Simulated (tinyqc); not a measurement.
What moves the results: free and nearly free electrons in a metal. A value that a table varies takes the place of the one given here.

The cubic cell holds 4 atoms: n = 4 z/a^3, kF = (3 pi^2 n)^(1/3), EF = c kF^2/m, vF = 2 c kF/(m hbar), c = hbar^2/2m0; rs = (3/(4 pi n))^(1/3)/a0; D(EF) = 3 n/(2 EF).

Square wire of width w with grain size w: rho/rho0 = 1/(1 - 3 al/2 + 3 al^2 - 3 al^3 ln(1 + 1/al)) + (3/4) (1 - p) l/w, with al = (l/w) Rg/(1 - Rg) (Mayadas-Shatzkes plus the thick-wire form of Fuchs-Sondheimer); l = hbar kF/(n e^2 rho), e = 1.602176634e-19 C.

Constants: hbar^2/2m0 = 3.80998211 eV angstrom^2; hbar = 6.58211957e-16 eV s; a0 (Bohr radius) = 0.5291772105 angstrom.

Inputs chosen for the exercise (near those of Al; shifted at random, so the results belong to these values and not to a real crystal):
```
symbol  value  unit          meaning
a       4.088  angstrom      fcc lattice constant
z       3                    free electrons an atom
m       1.17   m0            mass
rho     3.03   micro-ohm cm  bulk resistivity
p       0.5                  specularity of the surfaces
Rg      0.39                 reflection at grain boundaries
w       20     nm            wire width
```

## Resistivity of narrow wires

Wires:
```
w (nm),al,grain term (factor - 1),surface term,rho (micro-ohm cm)
200,0.043,0.063,0.025,3.30
100,0.086,0.125,0.050,3.56
50,0.171,0.246,0.100,4.08
30,0.285,0.405,0.167,4.76
20,0.428,0.602,0.251,5.61
14,0.611,0.851,0.358,6.70
10,0.855,1.182,0.502,8.13
7,1.221,1.676,0.716,10.28
```

l = 13.37 nm

At 7 nm the resistivity is 3.39 times the bulk value; grain boundaries add more (1.68 from grains, 0.72 from surfaces). It passes twice the bulk value between 20 and 14 nm. The surface formula is meant for w above l = 13 nm, so the rows below that are rough.

## What sets the wire resistivity

All results formed anew. Each row changes one parameter from the base and keeps the others.

Results:
```
case,EF (eV),l (nm),wire rho (micro-ohm cm)
base,9.775,13.37,5.612
a = 4.211 angstrom,9.212,14.19,5.767
m = 1.404 m0,8.146,13.37,5.612
rho = 3.636 micro-ohm cm,9.775,11.14,6.227
p = 0.8,9.775,13.37,5.157
Rg = 0.273,9.775,13.37,4.875
w = 14 nm,9.775,13.37,6.695
```

The largest shifts from the base row, up to three for each result and ties (the steps differ in size, so this ranks the rows, not the parameters). EF (eV): m -1.629, a -0.563; unchanged at the printed digits by rho, p, Rg and w. l (nm): rho -2.23, a +0.82; unchanged at the printed digits by m, p, Rg and w. wire rho (micro-ohm cm): w +1.083, Rg -0.737, rho +0.615; unchanged at the printed digits by m. The mass drops out of l at given rho, because vF falls and tau rises by the same factor.

(tinyqc, `OMP_NUM_THREADS=1 python tinyqc.py 1681970 1681971 out.jsonl`, Intel(R) Xeon(R) Processor @ 2.30GHz, 1 thread, shared host, about 0.01 s.)
